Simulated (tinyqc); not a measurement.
Debye-Callaway model of lattice thermal conductivity. From isotopically pure to strongly disordered. Computed by tinyqc, a small Python program. Command: `OMP_NUM_THREADS=1 python tinyqc.py 3004298 3004299 out.jsonl callaway sweep`. One thread of a shared host (Intel(R) Xeon(R) Processor @ 2.30GHz), about 0.02 s of CPU time with the checks.

Three acoustic branches with one velocity v, cut at omega_D = k_B Theta/hbar; x = hbar omega/(k_B T). v and Theta are separate inputs: Theta cuts off the heat-carrying modes, so C need not reach 3 k_B/V. gamma is an effective value that sets the umklapp rate.

Inputs (values chosen for the exercise, modelled on silicon carbide):
```
quantity                              value        unit
sound velocity v                       8780         m/s
Debye temperature Theta                1090           K
volume per atom V                      10.4  angstrom^3
mean atomic mass M                    20.05           u
effective Grueneisen parameter gamma   2.33           -
umklapp exponent divisor b                3           -
Casimir length L                        160  micrometre
normal-process factor f_N                 4           -
temperature T                           600           K
```

Sample: crystal. Point defects: isotopes. Normal processes: included.

Constants: k_B = 1.380649e-23 J/K; hbar = 1.054571817e-34 J s; u = 1.6605390666e-27 kg.

Method:
- Gamma is given directly by the isotope mixture. A = V Gamma/(4 pi v^3).
- Rates: point defects A omega^4; umklapp B omega^2 T exp(-Theta/(b T)) with B = hbar gamma^2/(M v^2 Theta); normal processes f_N B omega^2 T (T/Theta)^2. Boundaries: v/L.
- kappa_1 = c int tau_C g dx, g = x^4 e^x/(e^x - 1)^2, c = (k_B/(2 pi^2 v)) (k_B T/hbar)^3, over 0 < x < min(Theta/T, 40), by 96 Gauss-Legendre points in s with x = x_max s^2; 1/tau_C = 1/tau_R + 1/tau_N; kappa_2 = c [int (tau_C/tau_N) g dx]^2 / int (tau_C/(tau_N tau_R)) g dx; kappa = kappa_1 + kappa_2.
- Heat capacity C = 3 c int g dx / v^2; grey free path 3 kappa/(C v); the median free path v tau_C halves kappa_1 when the quadrature points are ordered by free path (each counted at half its weight, interpolated in the logarithm); likewise at 10 % and 90 %.

One run for each value:
```
mass variance Gamma  kappa (W/(m K))  median free path (nm)  grey free path (nm)
1.00e-07                       105.1                   9.03                14.03
5.00e-07                       105.1                   9.03                14.03
2.00e-06                       105.1                   9.03                14.03
1.00e-05                       105.0                   9.03                14.01
5.00e-05                       104.2                   9.04                13.90
3.00e-04                        99.7                   9.11                13.30
1.00e-03                        89.5                   9.31                11.95
6.00e-03                        58.1                  10.62                 7.75
3.00e-02                        31.8                  15.95                 4.24
```

What does the table show, and why?

Over the rows, kappa (W/(m K)) falls from 105 to 31.8; median free path (nm) rises from 9.03 to 15.9; grey free path (nm) falls from 14.0 to 4.24. At the low end the exponent of kappa is 0.00, close to 0: so few defects do not matter. Rayleigh scattering grows as omega^4, so it removes the short waves first and leaves the heat to longer ones; each further decade of defects therefore costs less than a decade of kappa (steepest exponent here -0.38).
